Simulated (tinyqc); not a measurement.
# n-type polysilicon, carrier trapping at grain boundaries: what changes with what

One-dimensional grains of size Lg, uniform ionised doping N, monovalent traps Qt at each boundary at a depth Et below (for electrons) or above (for holes) the band edge there, abrupt depletion of width W on each side of a boundary, Boltzmann statistics. xi is the distance from the band edge at the grain centre to the Fermi level. Trapped charge Qt/(1 + exp((xi + VB - Et)/Vt)) = 2 N W, barrier VB = q N W^2/(2 eps0 eps_r).

Parameters, values chosen for the exercise; values of the order met in polycrystalline silicon:
```
symbol   value        unit                                                              meaning
T          300           K                                                          temperature
eps_r     11.7                                                            relative permittivity
NB      2.8e19       cm^-3                               conduction-band density of states at T
Lg         230          nm                                                           grain size
Qt      6.6e11       cm^-2                                     trap density of a grain boundary
Et        0.38          eV  depth of the trap level from the majority band edge at the boundary
ms        0.42          m0                                         mass for thermionic emission
fe        0.25                                           correction factor of the emission rate
mug         79  cm^2/(V s)                                           mobility inside the grains
N       8.9e16       cm^-3                                                               doping
```

Constants: q = 1.602176634e-19 C, kB = 1.380649e-23 J/K, m0 = 9.1093837015e-31 kg, Vt = kB T/q, eps0 = 8.8541878128e-14 F/cm where lengths are in cm. Results are converted to the units shown.

Each table varies one quantity; the others keep the values above.

## Effect of the doping

If the trap equation with xi = Vt ln(NB/N) has a root W < Lg/2, the grain is partly depleted; otherwise W = Lg/2 and the trap equation gives xi = Et - VB + Vt ln(Qt/(N Lg) - 1). N* = Qt/Lg. n0 = NB exp(-xi/Vt); mean density n0 (1 - 2 W/Lg) by charge balance in a partly depleted grain, and n0 (sqrt(pi)/2) erf(u)/u with u = sqrt(VB/Vt) in a fully depleted one; v = sqrt(kB T/(2 pi ms m0)); barrier resistivity Vt exp(VB/Vt)/(q fe n0 v Lg); grain resistivity (1 - 2 W/Lg)/(q n0 mug); effective mobility 1/(q mean density total resistivity). Rows with xi above 0.45 V, towards mid-gap, are left out, since the other carrier type is ignored.

Effect of the doping:
columns A: N (cm^-3); B: N/N*; C: depleted share 2 W/Lg; D: VB (V); E: xi (V); F: mean density (cm^-3); G: resistivity (ohm cm); H: effective mobility (cm^2/(V s))
```
A              B         C          D         E          F         G       H
1.4e15  0.048788    1.0000   0.014318   0.44247  8.7001e11     11389  629.89
3e15     0.10455    1.0000   0.030681   0.40484  3.1570e12    5003.5  395.14
6.3e15   0.21955    1.0000   0.064429   0.34836  2.1527e13    2076.6  139.62
1.3e16   0.45303    1.0000    0.13295   0.25192  6.4034e14    705.29  13.820
2.8e16   0.97576   0.77529    0.17212   0.17858  6.2920e15    188.67  5.2577
5.9e16    2.0561   0.47027    0.13344   0.15931  3.1254e16    20.701  9.6470
1.2e17    4.1818   0.23879   0.069974   0.14096  9.1346e16    1.3451  50.798
2.6e17    9.0606   0.11035   0.032379   0.12097  2.3131e17   0.36132  74.681
5.5e17    19.167  0.052172   0.015310   0.10160  5.2131e17   0.15838  75.597
1.1e18    38.333  0.026087  0.0076554  0.083680  1.0713e18  0.078214  74.489
```

What does the table show?

As N goes from 1.4e15 to 1.1e18, VB goes from 0.0143 through a maximum of 0.172 (at N = 2.8e16 among the rows listed) to 0.00766 V, the resistivity falls from 11400 to 0.0782 ohm cm and the effective mobility moves up and down between 5.26 and 630 cm^2/(V s). The steepest fall of the resistivity among the rows, as N^(-3.9), lies between N = 5.9e16 and 1.2e17 cm^-3; N* = 2.87e16 cm^-3. While the grain is fully depleted VB grows as N; once the traps are full it falls as 1/N. For N = 1.4e15, 5.5e17, 1.1e18 VB is below Vt, where abrupt depletion and thermionic emission are rough. For N = 1.3e16, 2.8e16 the grain is near the changeover between partial and full depletion, within a few Debye lengths, where both limits are rough. For N = 1.4e15, 3e15, 6.3e15 the effective mobility exceeds mug, since drift through the depleted part of the grain is left out.

## Effect of the trap density of a grain boundary

Same model as above.

N* = Qt/Lg.

The same in every row: xi (V) = 0.1487.

Result of one run:
columns A: Qt (cm^-2); B: N/N*; C: depleted share 2 W/Lg; D: VB (V); E: mean density (cm^-3); F: resistivity (ohm cm); G: effective mobility (cm^2/(V s))
```
A            B       C       D         E      F       G
2.8e12  0.7311  0.5179  0.2441  4.291e16  959.2  0.1517
```

What becomes of these results when the trap density of a grain boundary Qt is changed from 2.8e12 to 1.6e12 cm^-2, all else the same?

Result of the changed run:
columns A: Qt (cm^-2); B: N/N*; C: depleted share 2 W/Lg; D: VB (V); E: mean density (cm^-3); F: resistivity (ohm cm); G: effective mobility (cm^2/(V s))
```
A           B       C       D         E      F       G
1.6e12  1.279  0.4894  0.2180  4.544e16  349.3  0.3932
```

The whole series:
columns A: Qt (cm^-2); B: N/N*; C: depleted share 2 W/Lg; D: VB (V); E: mean density (cm^-3); F: resistivity (ohm cm); G: effective mobility (cm^2/(V s))
```
A            B        C         D         E       F        G
2e11     10.23  0.09769  0.008686  8.031e16  0.9073    85.66
3.4e11   6.021   0.1660   0.02509  7.422e16  0.9408    89.38
5.7e11   3.591   0.2779   0.07030  6.427e16   1.793    54.16
9.7e11   2.110   0.4328    0.1705  5.048e16   55.99    2.208
1.6e12   1.279   0.4894    0.2180  4.544e16   349.3   0.3932
2.8e12  0.7311   0.5179    0.2441  4.291e16   959.2   0.1517
4.7e12  0.4355   0.5365    0.2620  4.125e16    1916  0.07897
8e12    0.2559   0.5526    0.2779  3.982e16    3548  0.04419
```

As Qt goes from 2e11 to 8e12, VB rises from 0.00869 to 0.278 V, the resistivity rises from 0.907 to 3550 ohm cm and the effective mobility goes from 85.7 through a maximum of 89.4 (at Qt = 3.4e11 among the rows listed) to 0.0442 cm^2/(V s). For Qt = 2e11, 3.4e11 VB is below Vt, where abrupt depletion and thermionic emission are rough. For Qt = 2e11, 3.4e11 the effective mobility exceeds mug, since drift through the depleted part of the grain is left out.

Numbers from tinyqc (`OMP_NUM_THREADS=1 python tinyqc.py 2830194 2830195 out.jsonl`; about 0.01 s on one thread of a shared Intel Xeon 2.30GHz).
